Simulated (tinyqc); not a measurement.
# From one set of inputs to another, one input at a time

Model: global model of a low-pressure process discharge: electron temperature, density, ion flux and ion energy. Computed by tinyqc, a small Python program. Command: `OMP_NUM_THREADS=1 python tinyqc.py 3113151 3113152 out.jsonl plasma ladder`. One thread of a shared host (Intel(R) Xeon(R) Processor @ 2.30GHz), about 0.01 s of CPU time with the checks.

Maxwellian electrons with temperature T_e in eV, one positive ion, no negative ions, uniform bulk density n; rate constants have the Arrhenius form.

The inputs printed are set A. Inputs not listed in the table keep their values of set A, so the rows need not describe a real material.

Inputs (values chosen for the exercise, of the order of those of an inductive discharge in a simple atomic gas):
```
quantity                          value   unit
ion mass M                         35.5      u
ionisation prefactor K0         6.5e-14  m^3/s
ionisation energy E_iz             16.4     eV
excitation prefactor X0         1.5e-14  m^3/s
excitation energy E_ex             8.65     eV
elastic rate constant K_el      1.2e-13  m^3/s
ion-neutral cross section       1.2e-18    m^2
pressure p                         0.28     Pa
gas temperature T_g                 300      K
radius R                             11     cm
height L                             11     cm
absorbed power P                    230      W
bias power P_b                       32      W
radius of the biased electrode        5     cm
bias frequency                      0.4    MHz
```

Constants: k_B = 1.380649e-23 J/K; e = 1.602176634e-19 C; u = 1.6605390666e-27 kg; m_0 = 9.1093837015e-31 kg; eps_0 = 8.8541878128e-12 F/m.

Method:
- n_g = p/(k_B T_g); lambda_i = 1/(n_g sigma); h_L = 0.86/sqrt(3 + L/(2 lambda_i)), h_R = 0.8/sqrt(4 + R/lambda_i); A_eff = 2 pi R^2 h_L + 2 pi R L h_R; d_eff = pi R^2 L/A_eff.
- Particle balance: K0 exp(-E_iz/T_e) n_g d_eff = u_B, u_B = sqrt(e T_e/M).
- Root found by bracketing.
- E_c = E_iz + (X0 exp(-E_ex/T_e) E_ex + K_el (3 m_0/M) T_e)/K_iz; wall potential V_s = (T_e/2) ln(M/(2 pi m_0)); E_T = E_c + 2 T_e + T_e/2 + V_s; n = P/(e u_B A_eff E_T); ion current density J = e h_L n u_B; ionised share n/n_g.
- All bias power goes to ions: V_b = P_b/(J pi r^2). Debye length at the sheath edge lambda_D = sqrt(eps_0 T_e/(e h_L n)); Child-law sheath s = (sqrt2/3) lambda_D (2 V/T_e)^(3/4), V = V_b + V_s; ion transit time tau_i = 3 s sqrt(M/(2 e V)); collisions in the sheath s/lambda_i.

Each row keeps all changes above it:
```
input moved                         from       to  T_e (eV)  ion current density J (mA/cm^2)  sheath width s (mm)
set A                                  -        -    3.2692                            2.902               0.7831
height L (cm)                         11        8    3.4682                            3.442               0.6444
radius R (cm)                         11       14    3.3933                            2.317               1.0243
ionisation prefactor K0 (m^3/s)  6.5e-14  3.5e-14    3.9650                            1.969               1.2552
excitation prefactor X0 (m^3/s)  1.5e-14  6.2e-15    3.9650                            2.514               0.9404
absorbed power P (W)                 230     2100    3.9650                           22.951               0.0931
ionisation energy E_iz (eV)         16.4     14.6    3.4743                           26.606               0.0778
bias power P_b (W)                    32       24    3.4743                           26.606               0.0706
```

Which inputs carry the difference?

T_e goes from 3.27 to 3.47, a factor 1.06 in all. The largest single move comes from ionisation prefactor K0 (a factor 1.17), and ionisation energy E_iz works against it (a factor 0.876). ion current density J goes from 2.90 to 26.6, a factor 9.17 in all. The largest single move comes from absorbed power P (a factor 9.13), and radius R works against it (a factor 0.673). Sheath width s goes from 0.783 to 0.0706, a factor 0.0901 in all. The largest single move comes from absorbed power P (a factor 0.0990), and radius R works against it (a factor 1.59). The single moves hold for this order of the switches; the total does not depend on the order.

Caution (rows ionisation energy E_iz, bias power P_b): at this ionised share gas depletion and heating, left out here, matter.

Extremes, crossings and ranges named in words are read from the listed rows.
